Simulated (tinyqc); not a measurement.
Raising U: Hubbard ring of 5 sites, mean field against exact. Computed by the program tinyqc. Collinear unrestricted mean field (the lowest of 40 random starts) against exact diagonalisation.

one-body matrix (hopping and site energies) (eV):
```
,1,2,3,4,5
1,0.0000,-1.3500,0.0000,0.0000,-1.3500
2,-1.3500,0.0000,-1.3500,0.0000,0.0000
3,0.0000,-1.3500,0.0000,-1.3500,0.0000
4,0.0000,0.0000,-1.3500,0.0000,-1.3500
5,-1.3500,0.0000,0.0000,-1.3500,0.0000
```

electrons, up and down: 3  1

Exact and mean-field results (eV):
```
U,U/t,E exact,E mean field,mean |n_up - n_down|,"double occupancy, exact",first gap in the sector
0.680,0.504,-6.67699,-6.66069,0.400,0.110,1.847
1.350,1.000,-6.32361,-6.25869,0.400,0.101,1.796
2.700,2.000,-5.71025,-5.44869,0.400,0.081,1.631
4.050,3.000,-5.22063,-4.63869,0.400,0.064,1.441
5.400,4.000,-4.83648,-3.82869,0.400,0.050,1.266
10.800,8.000,-3.96052,-2.93017,0.767,0.020,0.814
16.200,12.000,-3.57284,-2.67558,0.786,0.010,0.602
27.000,20.000,-3.23420,-2.47729,0.795,3.87e-03,0.418
```

Estimate the missing row, U = 8.1.

Computed row:
```
U        U/t   E exact  E mean field  mean |n_up - n_down|  double occupancy, exact  first gap in the sector
8.100  6.000  -4.30006      -3.19726                 0.735                    0.031                    0.995
```

In absolute terms mean field is worst at U/t = 6.0, 1.103 eV too high: at small U it is nearly exact, and at large U it still misses the motion of the hole through a fluctuating spin background. Relative to the exact energy its error is 0.2 % at the smallest U, 26 % at most and 23 % at the largest. The double occupancy falls from 0.110 to 0.004.
